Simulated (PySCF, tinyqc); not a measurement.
A ladder of methods, and size consistency: correlation methods against full CI in the sto-3g basis, for H4, spin multiplicity 1. Computed by the program tinyqc with PySCF. 

Geometry (angstrom):
```
atom       x       y       z
H     0.0000  0.0000  0.0000
H     0.0000  0.0000  0.9790
H     0.0000  1.0790  0.0000
H     0.0000  1.0790  0.9790
```

RHF energy of one = -1.850400 hartree

All electrons correlated; +Q is the Davidson correction (1 - c0^2) E_corr. The last columns treat two copies 100 angstrom apart as one system. FCI is the lowest singlet.

Correlation energies (hartree):
```
method   E_corr of one  share of FCI (%)  E_corr of two at 100 angstrom  two minus twice one (mhartree)
MP2          -0.053613           51.1596                      -0.107226                          0.0000
CISD         -0.101170           96.5400                      -0.176611                         25.7289
CISD+Q       -0.119599          114.1258                      -0.213686                         25.5125
CCSD         -0.105305          100.4854                      -0.210609                          0.0000
CCSD(T)      -0.105305          100.4854                      -0.210609                          0.0000
FCI          -0.104796          100.0000                              -                               -
```

MP2 recovers 51 %, CISD 96.5 % and CCSD 100.5 % of the FCI value (c0^2 = 0.818 in CISD). MP2 and coupled cluster are size consistent, so their last column vanishes; CISD loses 25.73 mhartree, since a double excitation on each copy is a quadruple of the pair, and the Davidson correction leaves +25.51. The restricted reference is unstable here: a spin-polarised solution lies 0.0588 hartree lower (PySCF), so results built on it describe a poor reference.
